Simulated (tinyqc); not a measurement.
# From one set of inputs to another, one input at a time

Model: effective-mass impurity with a central-cell term, in a basis of Slater functions. Computed by tinyqc, a small Python program. Command: `OMP_NUM_THREADS=1 python tinyqc.py 3002605 3002606 out.jsonl centralcell ladder`. One thread of a shared host (Intel(R) Xeon(R) Processor @ 2.30GHz), about 0.02 s of CPU time with the checks.

The envelope obeys H = -nabla^2 - (2/r) [Z + A exp(-kappa r)] in effective units, with kappa = a*/lambda; positive A deepens the well near the core.

The inputs printed are set A. Inputs not listed in the table keep their values of set A, so the rows need not describe a real material.

Inputs (values chosen for the exercise, for a model semiconductor):

| quantity | value | unit |
|---|---|---|
| effective mass m | 0.123 | m_0 |
| dielectric constant eps | 13.1 | - |
| charge Z of the core | 1 | - |
| central-cell strength A | 30 | - |
| central-cell range lambda | 0.83 | angstrom |

Impurity: donor, one isotropic band.

Constants: Ry = 13.605693123 eV; a_0 = 0.529177210903 angstrom.

Method:
- Units: Ry* = Ry m/eps^2 and a* = a_0 eps/m, with m in m_0.
- kappa = a*/lambda; the hydrogenic ground state is bound by Z^2 Ry*.
- For s functions exp(-zeta r), with s = zeta_i + zeta_j: S = 2/s^3, T = zeta_i zeta_j S, V = -2 Z/s^2, W = -2 A/(s + kappa)^2; each function is normalised by dividing by sqrt(S_ii S_jj).
- Large basis: zeta_i = 0.06 x 1.6^(i-1), i = 1..22, same formulas; for p functions r exp(-zeta r): S = 24/s^5, T = zeta_i zeta_j S (centrifugal term included), V = -12 Z/s^4, W = -12 A/(s + kappa)^4; overlap eigenvalues below 1e-11 are dropped.
- Binding energies are -E Ry*; the effective quantum number is nu = Z/sqrt(-E); |psi(0)|^2 is given relative to the hydrogenic Z^3/(pi a*^3).

Each row keeps all changes above it:

| input moved | from | to | 2s binding energy (meV) | 2p binding energy (meV) | a* (angstrom) |
|---|---|---|---|---|---|
| set A | - | - | 2.5722 | 2.4379 | 56.360 |
| central-cell strength A | 30 | 5.3 | 2.4496 | 2.4379 | 56.360 |
| central-cell range lambda (angstrom) | 0.83 | 2.2 | 2.5309 | 2.4379 | 56.360 |
| effective mass m (m_0) | 0.123 | 0.0759 | 1.5244 | 1.5044 | 91.334 |
| dielectric constant eps | 13.1 | 12.2 | 1.7614 | 1.7345 | 85.059 |

2s binding energy goes from 2.57 to 1.76, a factor 0.685 in all. The largest single move comes from effective mass m (a factor 0.602), and dielectric constant eps works against it (a factor 1.16). 2p binding energy goes from 2.44 to 1.73, a factor 0.711 in all. The largest single move comes from effective mass m (a factor 0.617), and dielectric constant eps works against it (a factor 1.15). a* goes from 56.4 to 85.1, a factor 1.51 in all. The largest single move comes from effective mass m (a factor 1.62), and dielectric constant eps works against it (a factor 0.931). The single moves hold for this order of the switches; the total does not depend on the order.

Caution (rows set A): the density at the core is many times hydrogenic, so the result hangs on the model potential inside one cell, where the envelope picture is weak.

Extremes, crossings and ranges named in words are read from the listed rows.
